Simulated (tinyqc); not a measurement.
Electron continuity equation in a given potential, Scharfetter-Gummel discretisation: one step of the calculation.

Steady state in one dimension: J = q mu n E + q D dn/dx with E = -dpsi/dx and D = mu Vt, dJ/dx = q (n/tau - G), fixed densities nL and nR at the ends. The potential is given, psi = U (x/L)^2, and is not changed by the electrons.

Problem. Bernoulli factors. d_i = (psi_(i+1) - psi_i)/Vt; B(d) = d/(exp(d) - 1), B(0) = 1. The flux on interval i is J_i = (q D/h) [n_(i+1) B(d_i) - n_i B(-d_i)].

Values chosen for this exercise:
```
symbol,value,unit,meaning
T,300,K,temperature
```

Constants: q = 1.602176634e-19 C, kB = 1.380649e-23 J/K, Vt = kB T/q. Results are converted to the units shown.

psi, node 0 to 8 (V): 0.00000000  0.00390625  0.01562500  0.03515625  0.06250000  0.09765625  0.14062500  0.19140625  0.25000000

Give: d_i; B(d_i); B(-d_i).

Solution.

```
interval    d_i  B(d_i)  B(-d_i)
0         0.151  0.9264    1.077
1         0.453  0.7904    1.244
2         0.756  0.6694    1.425
3         1.058  0.5627    1.620
4         1.360  0.4696    1.830
5         1.662  0.3892    2.051
6         1.964  0.3204    2.285
7         2.267  0.2622    2.529
```

The largest |d_i| is 2.27, above 2, where central differences lose the sign pattern that keeps densities positive.

tinyqc, about 0.01 s, one thread, Intel Xeon 2.30GHz (shared host): `OMP_NUM_THREADS=1 python tinyqc.py 2220127 2220128 out.jsonl`
